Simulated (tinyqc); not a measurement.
Width and zero-phonon weight against temperature: configuration-coordinate model of a defect: Huang-Rhys factor and luminescence line shape. Computed by tinyqc, a small Python program. Command: `OMP_NUM_THREADS=1 python tinyqc.py 3021788 3021789 out.jsonl ccline walk`. One thread of a shared host (Intel(R) Xeon(R) Processor @ 2.30GHz), about 0.02 s of CPU time with the checks.

Ground state E_g(Q) = (1/2) omega_g^2 Q^2; excited state E_e(Q) = E_0 + (1/2) omega_e^2 (Q - dQ)^2 with omega_e = omega_g and E_0 = E_ZPL. Q is mass-weighted; the dipole does not depend on Q (Condon approximation).

Inputs (values chosen for the exercise, for a model defect in a wide-gap host): zero-phonon energy E_ZPL = 2.62 eV; displacement dQ = 0.23 u^(1/2) angstrom; ground-state phonon hbar omega_g = 93.4 meV.

Modes: equal frequencies in both states.

Constants: hbar^2/u = 4.18015928e-03 eV angstrom^2; k_B = 8.617333262e-05 eV/K.

Method:
- S = hbar omega dQ^2/(2 hbar^2/u) for each state; relaxation energy S hbar omega; absorption at E_0 + S_e hbar omega_e, emission at E_0 - S_g hbar omega_g; the Stokes shift is their difference.
- Overlaps <m_e|n_g> of harmonic-oscillator functions (Hermite recursion, positive leading coefficients) by a sum over an even grid (700 points from x = -9 to 9 + d for the small table, 1500 points from -16 to 16 + d for the thermal sums), with x = Q sqrt(omega_g/hbar), d = sqrt(2 S_g) and frequency ratio omega_e/omega_g.
- Initial levels m = 0..24 carry Boltzmann weights exp(-m hbar omega_e/k_B T), normalised; final levels n = 0..79; a line lies at E_ZPL + m hbar omega_e - n hbar omega_g with weight w_m <m|n>^2. Moments are taken over these weights without the E^3 factor; FWHM = 2 sqrt(2 ln 2) x standard deviation; the zero-phonon weight is the sum of w_m <m|m>^2.
- For comparison: FWHM(0) sqrt(coth(hbar omega_e/2 k_B T)) with FWHM(0) from the first row, and exp(-S_g coth(hbar omega_e/2 k_B T)).

S_g = 0.590989

Against temperature:

| T (K) | mean energy (eV) | FWHM (eV) | coth law (eV) | zero-phonon weight | exp(-S coth) |
|---|---|---|---|---|---|
| 54 | 2.5648 | 0.16908 | 0.16908 | 0.55378 | 0.55378 |
| 160 | 2.5648 | 0.16927 | 0.16927 | 0.55325 | 0.55303 |
| 330 | 2.5648 | 0.17554 | 0.17554 | 0.53638 | 0.52888 |
| 540 | 2.5648 | 0.19356 | 0.19356 | 0.49028 | 0.46095 |
| 870 | 2.5648 | 0.22734 | 0.22734 | 0.41504 | 0.34356 |
| 1300 | 2.5648 | 0.26927 | 0.26927 | 0.34259 | 0.22338 |
| 1500 | 2.5648 | 0.28730 | 0.28730 | 0.31781 | 0.18153 |

The width grows by a factor 1.70, flat while k_B T is well below hbar omega and as sqrt(T) above; for equal frequencies the coth law is exact. The mean energy stays fixed, as it must for equal frequencies. The zero-phonon weight goes from 0.554 to 0.318; the single exponential assumes equal frequencies, leaves out lines that absorb and emit the same number of phonons, and falls to 0.182.
